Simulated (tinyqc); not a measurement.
# Weibull analysis of times to dielectric breakdown, with area scaling, step by step

tinyqc, about 0.01 s, one thread, Intel Xeon 2.30GHz (shared host): `OMP_NUM_THREADS=1 python tinyqc.py 2070151 2070152 out.jsonl` Printed values are rounded.

Breakdown times follow F(t) = 1 - exp(-(t/t63)^beta). The 11 times below were drawn at random from beta = 0.8, t63 = 190 s and are treated as data; all samples failed.

Parameters, values chosen for the exercise: area of a test capacitor A1 = 430 um^2; gate area of the product A2 = 4e5 um^2; allowed share of failed products Fp = 0.001.

## Median ranks and the Weibull scale

| i | t (s) |
|---|---|
| 1 | 34.4 |
| 2 | 60.2 |
| 3 | 69.8 |
| 4 | 91.5 |
| 5 | 141 |
| 6 | 188 |
| 7 | 200 |
| 8 | 291 |
| 9 | 416 |
| 10 | 426 |
| 11 | 1780 |

F_i = (i - 0.3)/(n + 0.4) for the sorted times, W_i = ln(-ln(1 - F_i)).

| i | F | W | ln t |
|---|---|---|---|
| 1 | 0.0614035 | -2.758771 | 3.538057 |
| 2 | 0.1491228 | -1.823328 | 4.097672 |
| 3 | 0.2368421 | -1.308259 | 4.245634 |
| 4 | 0.3245614 | -0.935491 | 4.516339 |
| 5 | 0.4122807 | -0.632041 | 4.948760 |
| 6 | 0.5000000 | -0.366513 | 5.236442 |
| 7 | 0.5877193 | -0.120981 | 5.298317 |
| 8 | 0.6754386 | 0.118032 | 5.673323 |
| 9 | 0.7631579 | 0.364894 | 6.030685 |
| 10 | 0.8508772 | 0.643424 | 6.054439 |
| 11 | 0.9385965 | 1.026145 | 7.484369 |

## Straight-line fit

W = ln(-ln(1 - F)) is the Weibull ordinate of each ranked failure. Least squares of W on ln t: beta = sum (x - mean x)(W - mean W)/sum (x - mean x)^2 with x = ln t, and ln t63 = mean x - mean W/beta.

beta = 0.9624016
t63 = 311.1560 s

beta is 20 % above the value that made the data and t63 64 % above it.

## Iteration 1: likelihood estimate of beta

beta at the start = 0.96

Maximum likelihood: a(beta) = 1/beta with a = sum t^beta ln t/sum t^beta - mean ln t. Newton step: beta(new) = beta - [a - 1/beta]/[v + 1/beta^2], v the variance of ln t under the weights t^beta.

beta after iteration 1 = 0.8837029

## Iteration 2: likelihood estimate of beta

As before.

beta after iteration 2 = 0.8871926

## Course of the iteration

Stop when beta changes by less than 1e-9, or after 40 iterations.

Course of the iteration:

| iteration | beta | change |
|---|---|---|
| 1 | 0.8837029 | 0.0763 |
| 2 | 0.8871926 | 3.49e-3 |
| 3 | 0.8872008 | 8.20e-6 |
| 4 | 0.8872008 | 4.49e-11 |

Converged in 4 iterations.

## Scale parameter and projection to the product

converged beta = 0.8872008

t63 = (mean of t^beta)^(1/beta). Defects are spread at random, so -ln(1 - F) is proportional to the area: t63(A2) = t63 (A1/A2)^(1/beta), and the time to the share Fp is t63(A2) (-ln(1 - Fp))^(1/beta).

t63 = 312.5882 s
t63 of the product = 0.1409135 s
time to Fp = 5.858360e-5 s
decades lost against t63 = 6.727196

The straight-line values give 1.96e-4 s for the time to Fp and the values that made the data 6.58e-6 s: with 11 samples beta is uncertain by about 0.78/sqrt(n) = 24 %, and the projection hangs on 1/beta.
